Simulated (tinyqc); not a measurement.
Changing the grain radius R: competing polymorphs of an oxide film: bulk, surface, grain-boundary, dopant and field terms. Computed by tinyqc, a small Python program. Command: `OMP_NUM_THREADS=1 python tinyqc.py 3019013 3019014 out.jsonl polymorph sweep`. One thread of a shared host (Intel(R) Xeon(R) Processor @ 2.30GHz), about 0.01 s of CPU time with the checks.

Phases: monoclinic m (reference), polar orthorhombic o, tetragonal t. Free energies per formula unit (f.u.); 1 J/m^2 x angstrom^3/nm = 6.241509 meV.

Inputs (values chosen for the exercise, for a model oxide):
```
quantity,value,unit
energy of the polar phase o over m,63.4,meV/f.u.
energy of the tetragonal phase t over m,161,meV/f.u.
entropy of o over m,0.01,meV/(f.u. K)
entropy of t over m,0.066,meV/(f.u. K)
surface energy of m,3.51,J/m^2
surface energy of o,3.16,J/m^2
surface energy of t,3.03,J/m^2
volume per formula unit Omega,35.5,angstrom^3
film thickness h,14,nm
temperature T,300,K
dopant content x,2.5,%
shift of o per % of dopant,-4.5,meV/f.u.
shift of t per % of dopant,-19,meV/f.u.
width sigma of ln R,0.46,-
interlayer thickness (SiO2),0.73,nm
```

Geometry: free particles.

permittivities of m, o, t: [17, 29, 36]

Method:
- Bulk term b = H - T S + (shift) x, zero for m. The undoped bulk turns from m to t at T = H_t/S_t.
- Area per volume: A = 3/R for a sphere; G = b + gamma Omega A.
- With G = b + gamma Omega A (b the bulk free energy per formula unit, A the area per volume), two phases i, j cross at A_ij = (b_j - b_i)/(Omega (gamma_i - gamma_j)); o has a window only if A_mo < A_ot.
- Grain radii are log-normal by volume with median R and width sigma; the share with A above A* is that with radius below R*, R* = 3/A* (all if A* <= 0), share = (1/2) erfc[-ln(R*/R)/(sqrt 2 sigma)]. Effective permittivity of a layer of thickness h built of such grains, taken in parallel: sum of share x eps; EOT = interlayer + 3.9 h/eps.

One run for each value:
```
grain radius R (nm),G(o) - G(m) (meV/f.u.),G(t) - G(o) (meV/f.u.),share of o,effective permittivity
2.5,-43.91,9.98,6.268e-01,30.04
3.7,-13.73,21.19,6.237e-01,26.01
5.5,6.85,28.84,3.604e-01,21.55
8.2,20.78,34.01,1.153e-01,18.40
12.0,29.76,37.35,2.154e-02,17.26
18.0,36.22,39.75,1.843e-03,17.02
27.0,40.53,41.35,7.680e-05,17.00
40.0,43.33,42.39,1.745e-06,17.00
60.0,45.27,43.11,1.685e-08,17.00
```

Over the rows, G(o) - G(m) (meV/f.u.) rises from -43.9 to 45.3; G(t) - G(o) (meV/f.u.) rises from 9.98 to 43.1; share of o falls from 0.627 to 1.69e-8 (exponent d ln y / d ln x -0.013 between the first rows and -11 between the last).

Caution (all rows): this is an equilibrium ranking; real films often keep the phase that nucleates first on cooling from t.

Extremes, crossings and ranges named in words are read from the listed rows.
